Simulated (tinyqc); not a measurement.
# Worked calculation: resistance of a tapered via with liner, size effect and interface

tinyqc, about 0.01 s, one thread, Intel Xeon 2.30GHz (shared host): `OMP_NUM_THREADS=1 python tinyqc.py 2750142 2750143 out.jsonl` Printed values are rounded.

A round via whose diameter grows from db at the bottom as D(z) = db + 2 z/tan(ang). The fill, of diameter D - 2 tl, starts above the bottom liner (thickness fb tl) and has rho = rho0 (1 + ks lam/(D - 2 tl)); the sidewall liner conducts in parallel with it. The bottom liner and the interface are crossed over the full area pi db^2/4. Spreading in the lines above and below is left out.

Parameters, values chosen for the exercise; fill metal close to ruthenium: diameter at the bottom db = 16 nm; height hv = 29 nm; sidewall angle ang = 88 degrees; bulk resistivity of the fill rho0 = 7.99 uohm cm; mean free path of the fill lam = 6.48 nm; size-effect factor ks = 1.3; liner on the sidewall tl = 0.4 nm; liner at the bottom over that on the sidewall fb = 1; resistivity of the liner rl = 170 uohm cm; interface resistivity at the bottom ri = 7.6e-13 ohm cm^2; ballistic conductance per area, about 3/(4 rho0 lam) Sb = 1.5e15 S/m^2.

## Slices of the via

Slices between z0 = fb tl and hv, evaluated at their midpoints: conductance per length pi/4 [(D - 2 tl)^2/rho + (D^2 - (D - 2 tl)^2)/rl], slice resistance = slice height over that. 9 slices.

```
slice   z (nm)   D (nm)  rho (uohm cm)  slice resistance (ohm)
0      1.98889  16.1389        12.3780                 2.11215
1      5.16667  16.3608        12.3155                 2.04226
2      8.34444  16.5828        12.2546                 1.97572
3      11.5222  16.8047        12.1955                 1.91230
4         14.7  17.0267        12.1380                 1.85182
5      17.8778  17.2486        12.0820                 1.79411
6      21.0556  17.4706        12.0275                 1.73900
7      24.2333  17.6925        11.9745                 1.68635
8      27.4111  17.9144        11.9228                 1.63600
```

## Total resistance

R_fill = sum of the slices; R_bottom = rl fb tl/(pi db^2/4); R_interface = ri/(pi db^2/4); ballistic (Sharvin) limit 1/(Sb pi (db - 2 tl)^2/4); ideal cylinder rho0 hv/(pi db^2/4).

parts (ohm): fill 16.7497, bottom liner 3.38204, interface 0.377993
R = 20.5097 ohm
shares (%): fill 81.6671, bottom liner 16.4899, interface 1.8430
ballistic limit = 3.67394 ohm
ideal cylinder = 11.5243 ohm

The fill is the largest part, and R is 1.78 times the ideal cylinder. With 2000 slices R = 20.511 ohm.
